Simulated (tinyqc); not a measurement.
MOSFET in saturation, small-signal circuit and noise: one step of the calculation.

Bias by the inversion coefficient IC = I/Ispec (charge-based model with velocity saturation; weak inversion below 0.1, strong above 10). Common-source circuit: gm, gds, Cgs, Cgd and Cj at the inner nodes, Rg in series with the gate; quasi-static, no source or drain resistance, no gate-body capacitance, no substrate network, no induced gate noise, so fmax is an upper estimate.

Question. Current gain and unilateral power gain. |h21| = |Y21/Y11|; U = |Y21 - Y12|^2/(4 [Re Y11 Re Y22 - Re Y12 Re Y21]). Extrapolated at 20 dB a decade: f |h21| and f sqrt(U).

Inputs (values chosen for the exercise): signal frequency f = 2 GHz.

Y with Rg (mS):
```
,1,2
1,0.0002040629+0.0705816877i,-0.0000817449-0.0282740975i
2,0.4829628649-0.0296706562i,0.0415765471+0.0552230605i
```

Find: |h21|; U; f |h21|; f sqrt(U).

Answer.

|h21| = 6.855
U = 1216
f |h21| = 13.71 GHz
f sqrt(U) = 69.75 GHz

tinyqc, about 0.01 s, one thread, Intel Xeon 2.30GHz (shared host): `OMP_NUM_THREADS=1 python tinyqc.py 2150008 2150009 out.jsonl`
